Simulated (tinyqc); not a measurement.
Worked calculation: charge neutrality level from zone-averaged pseudopotential bands. Values are carried at full precision from step to step, so a last printed digit may differ when a step is redone from the rounded ones.

Empirical pseudopotential on the fcc lattice, atoms at +/- tau, tau = a (1,1,1)/8, no spin-orbit coupling. H(G,G') = c (2 pi/a)^2 |k + G|^2 delta + VS(q) cos(q.tau) + i VA(q) sin(q.tau), q = G - G', c = hbar^2/2m0; k and G in units of 2 pi/a; VS at |q|^2 = 3, 8, 11 and VA at 3, 4, 11, in rydberg, zero elsewhere. At each k the basis holds all G with |k + G|^2 up to 16; energies are counted from the fourth level at Gamma.

Mesh: k = sum_i (n_i + 1/2)/N b_i, n_i = 0 ... N - 1, b = (-1,1,1), (1,-1,1), (1,1,-1); points with the same sorted |kx|, |ky|, |kz| after folding to the shortest k + G are joined, with their count as weight. Neutrality (branch-point) level: E_N = (1/2) mean over k of [E5 + (E3 + E4)/2], E_n the n-th level from below.

Constants: hbar^2/2m0 = 3.80998211 eV angstrom^2; Ry = 13.60569312 eV.

Inputs chosen for the exercise (classic local form factors of the size used for InAs, without spin-orbit coupling; the results hold for these values, not for the real material): a = 6.032 angstrom (lattice constant); VS = (-0.22, 0, 0.051) Ry (symmetric form factors); VA = (0.08, 0.05, 0.031) Ry (antisymmetric form factors); mesh = 4 (points along each reciprocal vector).

## Levels on the mesh

Diagonalise at each joined point.

Levels (eV):

| kx | ky | kz | weight | E3 | E4 | E5 | E6 |
|---|---|---|---|---|---|---|---|
| 0.1250 | 0.1250 | 0.1250 | 2 | -0.1247 | -0.1247 | 1.6844 | 4.5572 |
| 0.3750 | 0.1250 | 0.1250 | 6 | -0.7000 | -0.6885 | 2.7942 | 3.9418 |
| 0.3750 | 0.3750 | 0.1250 | 6 | -1.3561 | -0.4261 | 2.6692 | 4.8907 |
| 0.3750 | 0.3750 | 0.3750 | 2 | -0.6264 | -0.6264 | 1.6323 | 5.0700 |
| 0.6250 | 0.1250 | 0.1250 | 6 | -1.5694 | -1.2947 | 2.7260 | 3.8301 |
| 0.6250 | 0.3750 | 0.1250 | 12 | -2.0580 | -1.0911 | 3.4351 | 4.4967 |
| 0.6250 | 0.3750 | 0.3750 | 6 | -1.4520 | -0.9050 | 2.4263 | 4.6895 |
| 0.6250 | 0.6250 | 0.1250 | 6 | -2.5120 | -1.1012 | 2.9524 | 5.4860 |
| 0.8750 | 0.1250 | 0.1250 | 6 | -2.0764 | -1.6386 | 2.3323 | 3.2322 |
| 0.8750 | 0.3750 | 0.1250 | 12 | -2.5116 | -1.7265 | 3.4211 | 5.0926 |

## Gaps

Level 5 at Gamma, at the lowest of (f,0,0) with f = 0.8, 0.85, 0.9, 1, and at (1/2,1/2,1/2).

gaps to Gamma, Delta/X, L (eV): 0.4571  2.0420  1.5143

## The neutrality level

Energies are counted from the valence top at Gamma. E_N = (1/2) weighted mean of [E5 + (E3 + E4)/2]. Compare with half the smallest indirect gap, min(Delta/X, L)/2, and give the barrier for electrons in the limit of full pinning, min(gaps) - E_N.

mean of E5 = 2.8798 eV
mean of (E3 + E4)/2 = -1.4529 eV
E_N = 0.7135 eV
half the indirect gap = 0.7571 eV
pinned barrier for electrons = -0.2563 eV

E_N lies above the conduction edge by 0.256 eV, since the narrow lowest valley has little weight in the zone mean; surfaces then accumulate electrons. The two estimates differ by 0.04 eV; both rules are good to a few tenths of an eV only, so a position within that distance of a band edge or of mid-gap is not settled. Local form factors place the indirect gaps only to a few tenths of an eV, and E_N moves with them. Spin-orbit coupling, left out, would lift the valence top by a third of its splitting.

## Checks

- Sum of the weights against N^3: both 64.

Computed by tinyqc, a small Python program: `OMP_NUM_THREADS=1 python tinyqc.py 1880051 1880052 out.jsonl` (the numbers bound the seed that draws the inputs); one thread of a shared host (Intel(R) Xeon(R) Processor @ 2.30GHz), about 0.1 s for the whole set of steps.
